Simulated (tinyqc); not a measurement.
Electron density from the centroid.

Inverse problem. In the Fang-Howard model the centroid is 3/b with b^3 = 6 (mz1/C) q (Nd + 11 Ns/32)/(eps0 eps_r), C = hbar^2/(2 m0), the field in eV/nm. Find b and Ns.

Parameters, values chosen for the exercise; masses and permittivity close to those of silicon (111):
- eps_r = 11.7 (relative permittivity)
- mz1 = 0.26 m0 (mass along z of valley set A (6 valley(s)))
- Nd = 5e11 cm^-2 (sheet density of depletion charge)

Constants: q = 1.602176634e-19 C, hbar = 1.054571817e-34 J s, m0 = 9.1093837015e-31 kg, eps0 = 8.8541878128e-14 F/cm where lengths are in cm, hbar^2/(2 m0) = 0.0380998212 eV nm^2. Results are converted to the units shown.

centroid = 2.2123572 nm

Answer. b = 3/centroid gives Nd + 11 Ns/32, from which the depletion charge is taken off.

b = 1.356 1/nm
Ns = 1.000e13 cm^-2

Program tinyqc, `OMP_NUM_THREADS=1 python tinyqc.py 2160156 2160157 out.jsonl`; Intel Xeon 2.30GHz, shared host, one thread, about 0.8 s.
